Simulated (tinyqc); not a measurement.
Tolerances: periodic multilayer mirror for extreme ultraviolet light.

s polarisation, vacuum above. q_j = sqrt(N_j^2 - sin^2 theta); interface r_jk = (q_j - q_k)/(q_j + q_k) exp(-2 (2 pi/lam)^2 q_j q_k sg^2) (Nevot-Croce; sg = 0 if not given); phase factor of a layer x_j = exp(4 pi i q_j d_j/lam). Each period has the spacer (thickness (1 - Gm) L) on top of the absorber (Gm L). In this recursion R is the amplitude; R in tables and results is the reflectance, its squared modulus. The substrate is of the spacer material. Starting with R = 0 in it, each interface upward gives R -> (r + R x)/(1 + r R x), x that of the layer below the interface (1 for the substrate).

Values chosen for the exercise (optical constants near those of Mo and Si at 13.5 nm; not measured data):
- lam = 13.5 nm (wavelength)
- dA = (0.0772, 0.00669) (delta and beta of the absorber, N = 1 - delta + i beta)
- dS = (0.0009, 0.00191) (delta and beta of the spacer and the substrate)
- L = 7.01 nm (period)
- Gm = 0.43 (absorber share of the period)
- theta = 3 degrees (angle from the normal)
- sg = 0.3 nm (interface roughness)
- Np = 20 (periods)

R of the mirror, and R^10 for a chain of ten such mirrors.

One parameter was then changed.

Results before and after:
```
case          R     R^10
base     0.5897  0.00509
changed  0.5582  0.00294
```

Which of these changes was made? (a) Gm = 0.47; (b) lam = 13.55 nm; (c) L = 7.05 nm; (d) sg = 0.5 nm; (e) dA = (0.0772, 0.00803); (f) theta = 5 degrees.

Answer: (d) sg = 0.5 nm. Of the candidates, run in turn, only this one gives the changed row.

All candidates:
```
case                         R     R^10
base                    0.5897  0.00509
L = 7.05 nm             0.5684  0.00352
Gm = 0.47               0.5999  0.00604
theta = 5 degrees       0.5969  0.00574
sg = 0.5 nm             0.5582  0.00294
dA = (0.0772, 0.00803)  0.5649  0.00331
lam = 13.55 nm          0.5969  0.00574
```

Program tinyqc; command `OMP_NUM_THREADS=1 python tinyqc.py 1651305 1651306 out.jsonl`; about 0.01 s on one thread of a shared Intel(R) Xeon(R) Processor @ 2.30GHz.
